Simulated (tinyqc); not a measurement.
Rapid thermal processing of a wafer: radiative balance, ramp and cooling, pattern effects, pyrometer error and spike budget. Inputs raised by 5 %, one at a time. Computed by tinyqc, a small Python program. Command: `OMP_NUM_THREADS=1 python tinyqc.py 3112063 3112064 out.jsonl rtp sens`. One thread of a shared host (Intel(R) Xeon(R) Processor @ 2.30GHz), about 0.1 s of CPU time with the checks.

The wafer is opaque and uniform through its thickness unless said otherwise; temperatures in formulas are in kelvin (C + 273.15). sigma = 5.670374419e-12 W/(cm^2 K^4).

Inputs (values chosen for the exercise, modelled on a hot silicon wafer):
```
quantity                                              value         unit
wafer thickness d                                       725   micrometre
heat capacity per volume C                             2.14   J/(cm^3 K)
thermal conductivity k                                 0.27     W/(cm K)
emissivity eps of each face                            0.65            -
reflectivity of the chamber walls r                   0.089            -
gas heat-transfer coefficient h, both faces together    3.6  mW/(cm^2 K)
wall temperature T_w                                    700            K
process temperature                                     707            C
starting temperature                                    500            C
ramp rate                                               260          K/s
relative change of absorptivity over a pattern          9.4            %
period of the pattern                                   0.5           mm
pyrometer wavelength                                    2.3   micrometre
error of the assumed emissivity                         1.6            %
activation energy of the process E_a                   3.46           eV
```

Constants: k_B = 8.617333262e-05 eV/K; h = 6.62607015e-34 J s; c = 299792458 m/s; k_B = 1.380649e-23 J/K.

Method:
- Effective emissivity between parallel grey plates: eps_eff = 1/(1/eps + 1/(1 - r) - 1). Loss per area q(T) = 2 eps_eff sigma (T^4 - T_w^4) + h (T - T_w).
- Absorbed power during a ramp = q(T) + C d x ramp rate; thermal time constant tau = C d/(dq/dT), dq/dT = 8 eps_eff sigma T^3 + h; natural cooling rate q/(C d); front-to-back difference under one-sided heating at the end of the ramp = (absorbed power) d/(2 k).
- Cooling with the lamps off: C d dT/dt = -q(T), integrated adaptively (relative tolerance 1e-10).
- Spike anneal: linear ramp to the peak, then lamps off. Equivalent time at the peak = int exp(-(E_a/k_B)(1/T - 1/T_peak)) dt; estimate (k_B T^2/E_a)(1/ramp rate + 1/cooling rate). The ramp part uses 4000 trapezoid steps, the cooling part 4000 steps over 4 tau.
- Time within 50 K of the peak from the same curves.
- At steady state a sinusoidal change of absorbed power of relative amplitude a and period p gives the temperature amplitude a q/(dq/dT + k d (2 pi/p)^2); healing length l = sqrt(k d/(dq/dT)); process change = E_a dT/(k_B T^2). Emissivity is taken as unchanged.
- Signal proportional to eps/(exp(c2/(lambda T)) - 1), c2 = h c/k_B. If the assumed emissivity is too high by the given error, the reading T' solves (1 + error)/(exp(c2/(lambda T')) - 1) = 1/(exp(c2/(lambda T)) - 1). Wien estimate: T' - T = -lambda T^2 ln(1 + error)/c2. Process rates go as exp(-E_a/(k_B T)).

Runs; columns: (1) input moved; (2) from; (3) to; (4) holding power q (W/cm^2); (5) equivalent time, total (s); (6) amplitude (K); (7) reading less true temperature (K):
```
(1)                                          (2)      (3)     (4)      (5)        (6)      (7)
base run                                       -        -  5.7415  0.78947  0.0017458  -2.4276
emissivity eps of each face                 0.65   0.6825  5.9633  0.76359  0.0018132  -2.4276
reflectivity of the chamber walls r        0.089  0.09345  5.7259  0.79135  0.0017411  -2.4276
ramp rate (K/s)                              260      273  5.7415  0.78529  0.0017458  -2.4276
activation energy of the process E_a (eV)   3.46    3.633  5.7415  0.74920  0.0017458  -2.4276
period of the pattern (mm)                   0.5    0.525  5.7415  0.78947  0.0019247  -2.4276
pyrometer wavelength (micrometre)            2.3    2.415  5.7415  0.78947  0.0017458  -2.5472
error of the assumed emissivity (%)          1.6     1.68  5.7415  0.78947  0.0017458  -2.5477
```

Exponents ln(y'/y) / ln(x'/x):
```
input                                 holding power q  equivalent time, total  amplitude  reading less true temperature
emissivity eps of each face                     0.777                  -0.683      0.777                          0.000
reflectivity of the chamber walls r            -0.056                   0.049     -0.056                          0.000
ramp rate                                       0.000                  -0.109      0.000                          0.000
activation energy of the process E_a            0.000                  -1.073      0.000                          0.000
period of the pattern                           0.000                   0.000      2.000                          0.000
pyrometer wavelength                            0.000                   0.000      0.000                          0.985
error of the assumed emissivity                 0.000                   0.000      0.000                          0.989
```

Among the inputs moved here: holding power q answers most in size to emissivity eps of each face (exponent +0.777), next to reflectivity of the chamber walls r (-0.056); its exponent is below 0.0005 for ramp rate, activation energy of the process E_a, period of the pattern, pyrometer wavelength, error of the assumed emissivity. Equivalent time, total answers most in size to activation energy of the process E_a (exponent -1.073), next to emissivity eps of each face (-0.683); its exponent is below 0.0005 for period of the pattern, pyrometer wavelength, error of the assumed emissivity. Amplitude answers most in size to period of the pattern (exponent +2.000), next to emissivity eps of each face (+0.777); its exponent is below 0.0005 for ramp rate, activation energy of the process E_a, pyrometer wavelength, error of the assumed emissivity. Its exponent +2.000 in period of the pattern: conduction smooths short periods. Reading less true temperature answers most in size to error of the assumed emissivity (exponent +0.989), and about equally to pyrometer wavelength (+0.985); its exponent is below 0.0005 for emissivity eps of each face, reflectivity of the chamber walls r, ramp rate, activation energy of the process E_a, period of the pattern. Its exponent +0.985 in pyrometer wavelength: the Wien limit.

Caution (all rows): below about 600 C lightly doped silicon is partly transparent at this wavelength, so its emissivity is not yet the hot value early in the ramp.
